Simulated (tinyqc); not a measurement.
# Long-channel MOSFET, surface-potential model: what changes with what

n-channel transistor on a uniformly doped p-type body, gradual-channel approximation, constant mobility, Boltzmann statistics, full ionisation. Potentials are counted from the neutral body; V is the electron quasi-Fermi potential, Vsb at the source and Vsb + Vds at the drain. Charges are magnitudes per area.

Inputs (values chosen for the exercise); material values close to those of silicon:
```
symbol    value        unit                                      meaning
T           250           K                                  temperature
Eg         1.14          eV                                     band gap
eps_r      11.6               relative permittivity of the semiconductor
Nc      2.16e19       cm^-3       conduction-band density of states at T
Nv      1.99e19       cm^-3          valence-band density of states at T
Na       5.5e17       cm^-3                 acceptor density of the body
eox        23.9              relative permittivity of the gate insulator
tox          80          nm                          insulator thickness
Vfb        -0.8           V                            flat-band voltage
mu          190  cm^2/(V s)                             channel mobility
W            20          um                                   gate width
L             5          um                                  gate length
Vsb           1           V                     source-body reverse bias
Vgs        2.81           V                          gate-source voltage
Vds         0.8           V                         drain-source voltage
```

Constants: q = 1.602176634e-19 C, kB = 1.380649e-23 J/K, Vt = kB T/q, eps0 = 8.8541878128e-14 F/cm where lengths are in cm. Results are converted to the units shown.

Each table varies one quantity; the others keep the values above.

## Transfer curve from weak to strong inversion

ni = sqrt(Nc Nv) exp(-Eg/(2 Vt)), Eg in volts; phiF = Vt ln(Na/ni); Cox = eps0 eox/tox; gamma = sqrt(2 q eps0 eps_r Na)/Cox. The surface potential psi at channel potential V solves Vgs + Vsb - Vfb - psi = gamma sqrt(G), G = psi - Vt + Vt exp((psi - 2 phiF - V)/Vt). Charge sheet: Qi = Cox gamma [sqrt(G) - sqrt(psi - Vt)]; I = mu (W/L) [integral of Qi dpsi from psi_0 to psi_L (drift) + Vt (Qi0 - QiL) (diffusion)], with psi_0 at V = Vsb and psi_L at V = Vsb + Vds. Pao-Sah: Qi(V) = (Cox gamma/2) integral from 3 Vt to psi of exp((u - 2 phiF - V)/Vt)/sqrt(G(u, V)) du, and I = mu (W/L) integral of Qi dV from Vsb to Vsb + Vds. Square law: VT = Vfb + 2 phiF + gamma sqrt(2 phiF + Vsb), m = 1 + gamma/(2 sqrt(2 phiF + Vsb)), I = mu Cox (W/L) [(Vgs - VT) v - m v^2/2] with v the smaller of Vds and (Vgs - VT)/m, and zero below VT. gm = dI/dVgs of the charge-sheet current.

Transfer curve from weak to strong inversion:

| Vgs (V) | I, charge sheet (uA) | I, Pao-Sah (uA) | drift share (%) | gm/I (1/V) | I, square law (uA) |
|---|---|---|---|---|---|
| 2.25 | 2.322e-4 | 2.336e-4 | 0.07804 | 28.96 | 0 |
| 2.34 | 0.003146 | 0.003164 | 1.043 | 28.85 | 0 |
| 2.42 | 0.02988 | 0.03006 | 8.506 | 26.79 | 0 |
| 2.51 | 0.2424 | 0.2439 | 34.98 | 19.11 | 0.2387 |
| 2.6 | 0.9711 | 0.9775 | 58.17 | 12.33 | 1.460 |
| 2.69 | 2.449 | 2.465 | 70.95 | 8.593 | 3.719 |
| 2.78 | 4.783 | 4.815 | 78.20 | 6.467 | 7.013 |
| 2.86 | 7.623 | 7.674 | 82.30 | 5.263 | 10.81 |
| 2.95 | 11.71 | 11.79 | 85.46 | 4.335 | 16.06 |

The charge-sheet current rises from 2.32e-4 to 11.7 uA. In the first row gm/I is 29.0 1/V, a swing of 79.5 mV a decade, against Vt ln 10 = 49.6 mV a decade for an ideal gate; in the last it is 4.33 1/V. Drift passes half of the current at Vgs = 2.6 V among the rows listed (VT = 2.45 V). The charge sheet departs most from Pao-Sah at Vgs = 2.78 V, where it is 0.67 % below it. In the last row the square law is 36 % above Pao-Sah. For Vgs = 2.69 to 2.95 V the surface electron density at the source passes 0.3 Nc, where degeneracy and quantisation, left out here, matter.

## Effect of the source-body reverse bias

VT = Vfb + 2 phiF + gamma sqrt(2 phiF + Vsb), m = 1 + gamma/(2 sqrt(2 phiF + Vsb)). The swing is 20 mV/log10[I(VT - 0.14 V)/I(VT - 0.16 V)] of the charge-sheet current at the given Vds.

The same in every row: gamma (V^0.5) = 1.608.

Effect of the source-body reverse bias:

| Vsb (V) | VT (V) | m | swing (mV/decade) | I at Vgs, Vds (uA) |
|---|---|---|---|---|
| 0 | 1.779 | 1.811 | 93.77 | 49.45 |
| 0.25 | 1.970 | 1.724 | 88.42 | 33.12 |
| 0.5 | 2.143 | 1.660 | 84.61 | 20.81 |
| 0.75 | 2.301 | 1.611 | 81.73 | 11.86 |
| 1 | 2.449 | 1.571 | 79.45 | 5.762 |
| 1.25 | 2.587 | 1.538 | 77.60 | 2.091 |
| 1.5 | 2.718 | 1.510 | 76.05 | 0.4029 |

What does the comparison show?

As Vsb goes from 0 to 1.5 V, VT rises from 1.78 to 2.72 V, the swing falls from 93.8 to 76.0 mV a decade and the current falls from 49.4 to 0.403 uA. The swing is 4.4 % above m Vt ln 10 in the first row and 1.5 % above it in the last. For Vsb = 0 to 1.25 V the surface electron density at the source passes 0.3 Nc, where degeneracy and quantisation, left out here, matter.

Numbers from tinyqc (`OMP_NUM_THREADS=1 python tinyqc.py 2360030 2360031 out.jsonl`; about 0.05 s on one thread of a shared Intel Xeon 2.30GHz).
